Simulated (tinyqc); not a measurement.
Read current of a NAND string, cells in series solved by shooting: course of the secant iteration.

Cells in series, numbered from 0 at the source line (0 V) to the bit line, each followed by a gap resistance Rg. A cell with gate Vg, threshold VT, source Vs and drain Vd passes I = 2 nf K Vt^2 [F(Vs) - F(Vd)]/(1 + th max(Vg - VT, 0)), F(V) = ln^2(1 + exp((Vg - VT - nf V)/(2 nf Vt))). The selected cell has Vg = Vr, the others Vg = Vp.

For a trial current I start at 0 V and, cell by cell (the selected one is cell 3), solve for the drain: sqrt(F(Vd)) = sqrt(F(Vs) - I/k), k = 2 nf K Vt^2/(1 + th max(Vg - VT, 0)), Vd = [Vg - VT - 2 nf Vt ln(exp(sqrt F) - 1)]/nf, then add I Rg.

Secant steps on the end voltage less Vbl, from the two trials; a trial above the saturation current of a cell has no solution and is moved halfway to the previous trial. Stop below 1e-9 V.

Parameters, values chosen for the exercise; values of the order met in vertical NAND strings: temperature T = 300 K; gain factor of a cell K = 11 uA/V^2; slope factor nf = 1.4; mobility reduction factor th = 0.09 1/V; resistance of the gap between cells Rg = 3 kohm; bit-line voltage Vbl = 0.3 V; pass voltage Vp = 7.2 V; read voltage on the selected word line Vr = 2.37 V.

Constants: q = 1.602176634e-19 C, kB = 1.380649e-23 J/K, Vt = kB T/q. Results are converted to the units shown.

| cell | thresholds from the source end (V) |
|---|---|
| 0 | -1.6 |
| 1 | -1.6 |
| 2 | 4.6 |
| 3 | 1.6 |
| 4 | 4.6 |
| 5 | 4.6 |

first trial current = 0.64 uA
second trial current = 0.72 uA

Course of the iteration:

| iteration | I (uA) | end voltage - Vbl (V) | halvings |
|---|---|---|---|
| 1 | 0.816407 | 2.67e-3 | 0 |
| 2 | 0.810453 | -9.78e-5 | 0 |
| 3 | 0.810663 | -2.38e-7 | 0 |
| 4 | 0.810663 | 2.12e-11 | 0 |

Did this iteration meet its convergence test, and what does its course show?

Yes. Converged in 4 iterations to I = 0.81066 uA. The selected cell takes 46.1 % of the bit-line voltage and the gaps together 4.86 %.

tinyqc, about 0.6 s, one thread, Intel Xeon 2.30GHz (shared host): `OMP_NUM_THREADS=1 python tinyqc.py 2142241 2142242 out.jsonl`
